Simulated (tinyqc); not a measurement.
# Worked calculation: superjunction drift layer against a plain one, charge balance

Program tinyqc, `OMP_NUM_THREADS=1 python tinyqc.py 2590129 2590130 out.jsonl`; Intel Xeon 2.30GHz, shared host, one thread, about 0.01 s. Printed values are rounded.

Alternating n and p pillars of equal width wp, doping N and length Lp. When depleted, the lateral field peaks at Ex = q N wp/(2 eps0 eps_r) at the pillar junctions and a uniform vertical field Ey is added; breakdown is taken where Ex^2 + Ey^2 = Ef^2. Only the n pillars conduct, narrowed by the zero-bias depletion. A first-order model: the field peaks at the pillar ends are left out.

Values chosen for this exercise; values close to those of gallium nitride:
```
symbol  value        unit                                     meaning
eps_r    9.23              relative permittivity of the semiconductor
E16      2.94       MV/cm    critical field at a doping of 1e16 cm^-3
mx       1060  cm^2/(V s)                      mobility at low doping
mi         58  cm^2/(V s)                     mobility at high doping
Nr       2e17       cm^-3            reference doping of the mobility
BV       2000           V                    wanted breakdown voltage
wp        0.8          um                        width of each pillar
Ef        2.6       MV/cm           critical field inside the pillars
a        0.61                     lateral peak field as a share of Ef
Vb        2.8           V    built-in voltage of the pillar junctions
dl       -4.3           %                charge imbalance (Nn - Np)/N
```

Constants: q = 1.602176634e-19 C, eps0 = 8.8541878128e-14 F/cm where lengths are in cm. Results are converted to the units shown.

## Iteration 1: doping of the plain drift layer

N at the start = 1e14 cm^-3

Ec(N) = E16 (N/1e16 cm^-3)^(1/8); N(new) = eps0 eps_r Ec(N)^2/(2 q BV).

Ec = 1.65328 MV/cm
N after iteration 1 = 3.48558e15 cm^-3

## Iteration 2: doping of the plain drift layer

As before.

Ec = 2.57710 MV/cm
N after iteration 2 = 8.46922e15 cm^-3

## Course of the iteration: doping of the plain drift layer

Stop when N changes by less than 1e8 cm^-3, or after 40 iterations.

Course of the iteration:
```
iteration	N (cm^-3)	|change| (cm^-3)
1	3.48558e15	3.39e15
2	8.46922e15	4.98e15
3	1.05739e16	2.10e15
4	1.11772e16	6.03e14
5	1.13333e16	1.56e14
6	1.13727e16	3.94e13
7	1.13826e16	9.86e12
8	1.13850e16	2.47e12
9	1.13857e16	6.17e11
10	1.13858e16	1.54e11
11	1.13859e16	3.86e10
12	1.13859e16	9.64e9
13	1.13859e16	2.41e9
14	1.13859e16	6.03e8
15	1.13859e16	1.51e8
16	1.13859e16	3.77e7
```

Converged in 16 iterations. At the end each change is about 0.25 times the one before: linear convergence.

## Thickness and resistance of the plain layer

N of the plain layer = 1.13859e16 cm^-3

Ec(N) = E16 (N/1e16 cm^-3)^(1/8), mu(N) = mi + (mx - mi)/(1 + (N/Nr)^0.9). W = 2 BV/Ec, Rsp = W/(q mu N).

mu = 989.380 cm^2/(V s)
W = 13.3865 um
Rsp = 0.741698 mohm cm^2

## Design of the pillars

Ex = a Ef gives N = 2 eps0 eps_r a Ef/(q wp); Ey = Ef sqrt(1 - a^2); Lp = BV/Ey; xd = sqrt(eps0 eps_r Vb/(q N)) on each side; Rsp = 2 Lp/(q mu(N) N (1 - 2 xd/wp)). mu(N) = mi + (mx - mi)/(1 + (N/Nr)^0.9).

N = 2.02248e17 cm^-3
Ey = 2.06024 MV/cm
Lp = 9.70759 um
xd = 0.0840345 um
Rsp = 0.136307 mohm cm^2

The pillars have an aspect ratio of 12.1. Their doping is 17.8 times, and their Rsp 0.184 times, that of the plain layer.

## Loss of breakdown voltage by imbalance

An imbalance dl leaves the mean net doping |dl| N/2, which tilts the vertical field by s = q |dl| N/(2 eps0 eps_r): BV(dl) = Ey Lp - s Lp^2/2, or Ey^2/(2 s) if the field reaches zero inside the pillar.

tilt s = 85.2475 kV/(cm um)
BV(dl) = 1598.33 V
loss = 20.0837 %
